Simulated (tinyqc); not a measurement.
Convergence with the phonon basis: Holstein polaron on two sites. Computed by tinyqc, a small Python program. Command: `OMP_NUM_THREADS=1 python tinyqc.py 3023813 3023814 out.jsonl holstein sweep`. One thread of a shared host (Intel(R) Xeon(R) Processor @ 2.30GHz), about 0.03 s of CPU time with the checks.

One electron on sites 1 and 2: H = -t (c1+ c2 + c2+ c1) + hbar omega sum_i b_i+ b_i - g hbar omega sum_i n_i (b_i + b_i+). The symmetric phonon shifts the energy by -g^2 hbar omega/2 and drops out; with b = (b_1 - b_2)/sqrt(2) there remains H = -t sigma_x + hbar omega b+ b - (g hbar omega/sqrt(2)) sigma_z (b + b+). Parity splits it into blocks p = +1 and -1 over phonon numbers n. Zero-point energies are left out. Weights Z refer to mode b alone; the displaced symmetric mode multiplies the full zero-phonon weight by exp(-g^2/2).

Inputs (values chosen for the exercise, for a model dimer): hopping t = 210 meV; phonon energy hbar omega = 87.9 meV; coupling g = 3.

Method:
- Block p: H_nn = n hbar omega - p t (-1)^n - g^2 hbar omega/2, H_(n,n+1) = -(g hbar omega/sqrt(2)) sqrt(n + 1).
- Take p = +1 and n = 0..N-1.
- Diagonalise H; the eigenvector has its largest component positive; Z is the weight of n = 0.
- Use 60 levels in both blocks; Z = c_0^2 is the weight of n = 0 in the ground state c; the splitting is the lowest odd level less the lowest even one, which without coupling is the smaller of 2t and hbar omega; <sigma_x> = sum (-1)^n c_n^2 measures the kinetic energy.

One run for each value:
```
phonon levels kept N  Z in the small basis  weight Z of n = 0 in mode b
2                                  0.90303                     0.031083
3                                  0.65057                     0.031083
4                                  0.36168                     0.031083
5                                  0.20134                     0.031083
6                                  0.11739                     0.031083
8                                  0.05480                     0.031083
10                                 0.03716                     0.031083
14                                 0.03126                     0.031083
20                                 0.03108                     0.031083
```

Describe and explain the trends.

Over the rows, Z in the small basis falls from 0.903 to 0.0311 (exponent d ln y / d ln x -0.81 between the first rows and -0.016 between the last). Z is within 0.1 % of the converged value from N = 20 on; the basis must reach well beyond the displacement, about g^2/2 = 4.5 quanta in mode b at strong coupling. The second column uses 60 levels in every row.

Extremes, crossings and ranges named in words are read from the listed rows.
